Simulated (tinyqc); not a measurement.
# Gated two-dimensional channel with two bands, quantum capacitance: what changes with what

phi is the Fermi level above the lowest band edge, in volts; Vg is counted from the gate voltage at which an empty channel would have phi = 0. The channel has no thickness; trap charge is -q Dit phi.

Inputs (values chosen for the exercise); lowest band close to that of a thin InAs body:
- T = 400 K (temperature)
- eox = 3.9 (relative permittivity of the gate insulator (close to silicon dioxide))
- tox = 8.5 nm (insulator thickness)
- md = 0.0345 m0 (in-plane mass)
- gv = 1 (valley degeneracy)
- m2 = 0.045 m0 (in-plane mass of a second band, chosen freely)
- g2 = 1 (valley degeneracy of that band, chosen freely)
- E2 = 0.14 eV (second band edge above the first)
- Dit = 1.7e11 cm^-2 eV^-1 (density of traps)
- Vg = 0.29 V (gate voltage)

Constants: q = 1.602176634e-19 C, kB = 1.380649e-23 J/K, hbar = 1.054571817e-34 J s, m0 = 9.1093837015e-31 kg, Vt = kB T/q, eps0 = 8.8541878128e-14 F/cm where lengths are in cm. Results are converted to the units shown.

Each table varies one quantity; the others keep the values above.

## Effect of the gate voltage

D1 = gv md m0 q/(pi hbar^2), D2 = g2 m2 m0 q/(pi hbar^2) per eV; n1 = D1 Vt ln(1 + exp(phi/Vt)), n2 = D2 Vt ln(1 + exp((phi - E2)/Vt)), n = n1 + n2; Cq = q dn/dphi = q [D1/(1 + exp(-phi/Vt)) + D2/(1 + exp((E2 - phi)/Vt))]. Cox = eps0 eox/tox; Vg = phi + q (n + Dit phi)/Cox. 1/C_G = 1/Cox + 1/(Cq + q Dit); dphi/dVg = Cox/(Cox + Cq + q Dit).

The same in every row: Cox (uF/cm^2) = 0.4063.

Effect of the gate voltage:

| Vg (V) | phi (V) | n (cm^-2) | Cq (uF/cm^2) | C_G (uF/cm^2) | dphi/dVg | share of the second band (%) |
|---|---|---|---|---|---|---|
| -0.2 | -0.1882 | 2.154e9 | 0.009993 | 0.03410 | 0.9161 | 2.201 |
| -0.04 | -0.06445 | 7.294e10 | 0.3164 | 0.1862 | 0.5417 | 2.355 |
| 0.11 | -0.007812 | 3.001e11 | 1.065 | 0.2961 | 0.2711 | 2.945 |
| 0.27 | 0.02787 | 6.092e11 | 1.709 | 0.3292 | 0.1896 | 4.033 |
| 0.42 | 0.05369 | 9.197e11 | 2.135 | 0.3420 | 0.1582 | 5.537 |
| 0.58 | 0.07730 | 1.262e12 | 2.508 | 0.3501 | 0.1381 | 7.720 |
| 0.73 | 0.09691 | 1.589e12 | 2.849 | 0.3560 | 0.1238 | 10.27 |
| 0.89 | 0.1157 | 1.944e12 | 3.226 | 0.3612 | 0.1110 | 13.37 |
| 1.04 | 0.1315 | 2.281e12 | 3.581 | 0.3651 | 0.1012 | 16.42 |
| 1.2 | 0.1470 | 2.645e12 | 3.936 | 0.3685 | 0.09297 | 19.61 |

What does the comparison show?

As Vg goes from -0.2 to 1.2, Cq rises from 0.00999 to 3.94 uF/cm^2, C_G/Cox rises from 0.0839 to 0.907 and n rises from 2.15e9 to 2.64e12 cm^-2. Cq is below Cox for Vg = -0.2, -0.04; there the density of states limits the response dn/dVg more than the insulator does.

## Effect of the insulator thickness

Same model as above.

Effect of the insulator thickness:

| tox (nm) | phi (V) | n (cm^-2) | Cq (uF/cm^2) | Cox (uF/cm^2) | C_G (uF/cm^2) | dphi/dVg | share of the second band (%) |
|---|---|---|---|---|---|---|---|
| 0.5 | 0.1963 | 4.005e12 | 4.821 | 6.906 | 2.849 | 0.5875 | 29.32 |
| 0.9 | 0.1622 | 3.033e12 | 4.263 | 3.837 | 2.025 | 0.4721 | 22.78 |
| 1.6 | 0.1268 | 2.177e12 | 3.473 | 2.158 | 1.335 | 0.3814 | 15.48 |
| 2.9 | 0.09010 | 1.470e12 | 2.725 | 1.191 | 0.8311 | 0.3020 | 9.305 |
| 5.2 | 0.05654 | 9.580e11 | 2.180 | 0.6641 | 0.5105 | 0.2313 | 5.755 |
| 9.3 | 0.02737 | 6.040e11 | 1.701 | 0.3713 | 0.3056 | 0.1769 | 4.012 |
| 17 | 0.001358 | 3.657e11 | 1.230 | 0.2031 | 0.1749 | 0.1391 | 3.146 |
| 30 | -0.02015 | 2.262e11 | 0.8550 | 0.1151 | 0.1018 | 0.1154 | 2.736 |

What does the comparison show?

As tox goes from 0.5 to 30, Cq falls from 4.82 to 0.855 uF/cm^2, C_G/Cox rises from 0.412 to 0.885 and n falls from 4.01e12 to 2.26e11 cm^-2. Cq is below Cox for tox = 0.5; there the density of states limits the response dn/dVg more than the insulator does. With the insulator thinned by a factor of 60.0, the charge grows only by 17.7 while Cox grows by 60.0.

tinyqc, about 0.01 s, one thread, Intel Xeon 2.30GHz (shared host): `OMP_NUM_THREADS=1 python tinyqc.py 2200141 2200142 out.jsonl`
